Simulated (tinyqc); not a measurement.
Where a fixed hold relaxes most: thermal stress and diffusional relaxation in a metal film: Coble and Nabarro-Herring creep, cooling and holds. Computed by tinyqc, a small Python program. Command: `OMP_NUM_THREADS=1 python tinyqc.py 3018498 3018499 out.jsonl creep walk`. One thread of a shared host (Intel(R) Xeon(R) Processor @ 2.30GHz), about 0.1 s of CPU time with the checks.

A thin film on a rigid substrate is stress-free at T0. Tension is positive and the film creeps linearly: d sigma/dt = -M (mismatch) dT/dt - sigma/tau.

Inputs (values chosen for the exercise, modelled on aluminium films on silicon):
```
quantity,value,unit
biaxial modulus M,110,GPa
expansion mismatch,21.1,1e-6/K
atomic volume Omega,16.6,angstrom^3
lattice prefactor D0,0.00021,m^2/s
lattice energy E,1.5,eV
boundary prefactor (delta D_b)0,4e-14,m^3/s
boundary energy E_b,0.862,eV
grain size d,1.7,um
stress-free temperature T0,350,C
hold temperature T,200,C
hold time t,0.01,h
```

Constants: k_B = 1.380649e-23 J/K; k_B = 8.617333262e-05 eV/K.

Method:
- Thermoelastic slope = M x mismatch; sigma_0 = slope x (T0 - T).
- Creep rate per stress: Nabarro-Herring 14 D Omega/(k_B T d^2), Coble (14 pi) delta D_b Omega/(k_B T d^3), with D = D0 exp(-E/(k_B T)), delta D_b = (delta D_b)0 exp(-E_b/(k_B T)); 1/tau = M x (sum of both)/2 (biaxial strain rate is half the uniaxial one).
- Temperatures in kelvin are T(C) + 273.15.
- For each hold temperature: sigma_0 = slope (T0 - T), relaxed stress sigma_0 (1 - exp(-t/tau)), initial rate sigma_0/tau. In confined lines the relaxed part appears as void volume.

thermoelastic slope = 2.321 MPa/K

Holds:
```
T (C),sigma_0 (MPa),tau (h),relaxed (MPa),initial rate (MPa/h)
25,754.325,1.3019e+03,5.7941e-03,5.7941e-01
65,661.485,2.7903e+01,2.3702e-01,2.3707e+01
105,568.645,1.3654e+00,4.1496e+00,4.1648e+02
145,475.805,1.2021e-01,3.7980e+01,3.9582e+03
185,382.965,1.6310e-02,1.7553e+02,2.3481e+04
225,290.125,3.0697e-03,2.7896e+02,9.4514e+04
265,197.285,7.4396e-04,1.9728e+02,2.6518e+05
305,104.445,2.1984e-04,1.0444e+02,4.7510e+05
345,11.605,7.5965e-05,1.1605e+01,1.5277e+05
```

The relaxed stress peaks at 225 C among these rows: colder holds have more stress but slower diffusion, hotter ones faster diffusion but less stress. The initial rate peaks about k_B T^2/E_b = 39 K below T0 when boundaries dominate; its largest row is 305 C. Caution: dislocation glide would cap stresses above the yield stress; capping layers can block the surface and boundary paths, and threshold stresses are ignored.

Extremes, crossings and ranges named in words are read from the listed rows.
